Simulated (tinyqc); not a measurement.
Van der Pauw, Hall and four-point-probe measurements on a doped layer: correction factor against the shape of the sample.

A uniform p-type layer with sheet resistance Rs = 1/(q ns mu), point contacts, low field (mu B small).

Rs = 1/(q ns mu). For a rectangle with contacts at the corners, RA = (8 Rs/pi) sum_(k>=0) ln coth((2k + 1) pi a/(2 b)) with current along a short side b and voltage along the opposite one, RB the same with a and b exchanged. ar = a/b. F = Rs/[(pi/ln 2)(RA + RB)/2]; small-asymmetry estimate 1 - (ln 2/2) d^2 - ((ln 2)^2/4 - (ln 2)^3/12) d^4 with d = (RB - RA)/(RB + RA).

Inputs (values chosen for the exercise):
- ns = 3.1e13 cm^-2 (sheet density of the layer)
- mu = 61 cm^2/(V s) (drift mobility)

Constants: q = 1.602176634e-19 C. Results are converted to the units shown.

Results:
```
ar    RA (ohm)  RB (ohm)  RB/RA       F  estimate of F
1        728.2     728.2  1.000   1.000          1.000
1.14     468.4      1074  2.293  0.9442         0.9444
1.43     188.2      1899  10.09  0.6977         0.7254
1.57     121.2      2329  19.22  0.5944         0.6577
1.71     78.07      2770  35.48  0.5114         0.6167
1.86     48.73      3250  66.70  0.4415         0.5917
2        31.39      3704  118.0  0.3899         0.5787
```

Estimate the missing row, ar = 1.29.

Computed row:
```
ar    RA (ohm)  RB (ohm)  RB/RA       F  estimate of F
1.29     292.2      1487  5.089  0.8185         0.8249
```

With this row back in the table: RB/RA rises from 1.00 to 118 and F falls from 1.00 to 0.390. The estimate is 0.78 % above F at a/b = 1.29 and 48 % above it in the last row. RA shrinks about as exp(-pi a/b): by a factor of 1.55 between the last two rows, against 1.55.

tinyqc, about 0.01 s, one thread, Intel Xeon 2.30GHz (shared host): `OMP_NUM_THREADS=1 python tinyqc.py 2850208 2850209 out.jsonl`
